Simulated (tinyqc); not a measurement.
# Floating body of a partially depleted SOI transistor: body voltage and kink: two studies

Source at 0 V. Channel current Ic = 2 nf K Vt^2 [F(0) - F(Vd)](1 + la Vd), F(V) = ln^2(1 + exp((Vg - VT - nf V)/(2 nf Vt))), VT = VT0 - gb Vb. Saturation voltage Vs = 2 Vt sqrt(F(0)) + 3 Vt, excess Ve = (Vd - Vs + sqrt((Vd - Vs)^2 + 0.0004 V^2))/2, multiplication M1 = Ai Ve exp(-Bl/Ve). Each junction passes D(v) = J1 (exp(v/Vt) - 1) + J2 (exp(v/(2 Vt)) - 1). Bipolar current Ib = bb J1 (exp(Vb/Vt) - 1). The body settles where M1 (Ic + Ib) = D(Vb) + D(Vb - Vd) + Vb/Rb; drain current Id = (1 + M1)(Ic + Ib) - D(Vb - Vd).

Inputs (values chosen for the exercise); values of the order met in partially depleted silicon-on-insulator transistors:
- T = 398 K (temperature)
- VT0 = 0.32 V (threshold at zero body voltage)
- gb = 0.17 (fall of the threshold per volt of body voltage)
- nf = 1.21 (slope factor)
- K = 340 uA/(V^2 um) (gain factor per width)
- la = 0.09 1/V (channel-length modulation factor)
- Ai = 3.69 1/V (impact-ionisation prefactor)
- Bl = 6.3 V (impact-ionisation voltage)
- J1 = 3.2e-9 uA/um (diffusion saturation current of each junction)
- J2 = 1.6e-6 uA/um (recombination saturation current of each junction)
- bb = 0 (gain of the lateral bipolar transistor on the diffusion current)
- Rb = 1e9 kohm um (resistance of a weak body tie to the source (1e9 stands for no tie, and the term is then dropped))
- Vg = 0.24 V (gate voltage)
- Vd = 2.4 V (drain voltage)

Constants: q = 1.602176634e-19 C, kB = 1.380649e-23 J/K, Vt = kB T/q. Results are converted to the units shown.

Each table varies one quantity; the others keep the values above.

## Output curve and kink

Rows with more than one solution for Vb (latch) are left out; dId/dVd by a forward difference over 1e-4 V, swing = 1e-4 V over the change of log10 Id; M1 under 1e-12 is printed as 0.

Result of one run:
```
Vd (V),Vb (V),M1,"Id, floating (uA/um)","Id, grounded (uA/um)",ratio,"dId/dVd, floating (uS/um)","dId/dVd, grounded (uS/um)"
2.2,0.6275,0.3416,1.168,0.1656,7.058,0.9392,0.09901
```

What becomes of these results when the drain voltage Vd is changed from 2.2 to 1.8 V, all else the same?

Result of the changed run:
```
Vd (V),Vb (V),M1,"Id, floating (uA/um)","Id, grounded (uA/um)",ratio,"dId/dVd, floating (uS/um)","dId/dVd, grounded (uS/um)"
1.8,0.5883,0.1302,0.8568,0.1343,6.380,0.6407,0.05838
```

The whole series:
```
Vd (V),Vb (V),M1,"Id, floating (uA/um)","Id, grounded (uA/um)",ratio,"dId/dVd, floating (uS/um)","dId/dVd, grounded (uS/um)"
1,0.3934,0.001988,0.4027,0.1104,3.648,0.7229,0.01161
1.2,0.4755,0.009560,0.5278,0.1132,4.661,0.5551,0.01728
1.4,0.5258,0.02924,0.6332,0.1176,5.384,0.5142,0.02723
1.6,0.5613,0.06763,0.7385,0.1244,5.938,0.5499,0.04119
1.8,0.5883,0.1302,0.8568,0.1343,6.380,0.6407,0.05838
2,0.6098,0.2208,0.9976,0.1479,6.746,0.7738,0.07791
2.2,0.6275,0.3416,1.168,0.1656,7.058,0.9392,0.09901
```

Vb rises from 0.393 to 0.627 V and the ratio of the currents rises from 3.65 to 7.06. The output conductance with a floating body exceeds the grounded value by the largest factor among the rows, 62.3, at Vd = 1 V, where Vb = 0.393 V and M1 = 0.00199.

## Transfer curve and swing

Same model as above.

Transfer curve and swing:
```
Vg (V),Vb (V),M1,"Id, floating (uA/um)","Id, grounded (uA/um)",ratio,"swing, floating (mV/decade)","swing, grounded (mV/decade)"
-0.13,0.2024,0.5455,8.245e-5,3.697e-5,2.230,74.05,100.1
-0.03,0.3828,0.5440,0.001838,3.911e-4,4.698,77.40,96.68
0.07,0.5058,0.5381,0.03050,0.004189,7.282,86.99,98.00
0.17,0.5951,0.5194,0.3488,0.04176,8.351,105.5,103.3
0.27,0.6587,0.4791,2.241,0.3410,6.573,150.4,119.0
0.37,0.6990,0.4229,7.792,1.886,4.131,230.7,156.8
0.47,0.7237,0.3634,17.75,6.476,2.741,339.4,226.3
0.57,0.7393,0.3071,31.67,15.17,2.088,464.9,324.8
0.67,0.7494,0.2559,48.96,27.83,1.759,598.9,442.5
```

What does the table show?

Vb rises from 0.202 to 0.749 V. The smallest swing among the rows is 74.0 mV a decade with a floating body (at Vg = -0.13 V) and 96.7 with a grounded one; Vt ln 10 = 79.0. The floating swing is smaller by more than 3 % for Vg = -0.13, -0.03, 0.07 V, where the rising Vb lowers the threshold as Vg rises. In the first row the floating body raises the current by a factor of 2.23.

Range of the model: The multiplication law is an empirical form chosen for the exercise; self-heating and capacitive coupling to the body are left out, and the linear laws are rough once Vb passes about 0.7 V or M1 about 0.1.

Program tinyqc, `OMP_NUM_THREADS=1 python tinyqc.py 2182093 2182094 out.jsonl`; Intel Xeon 2.30GHz, shared host, one thread, about 0.2 s.
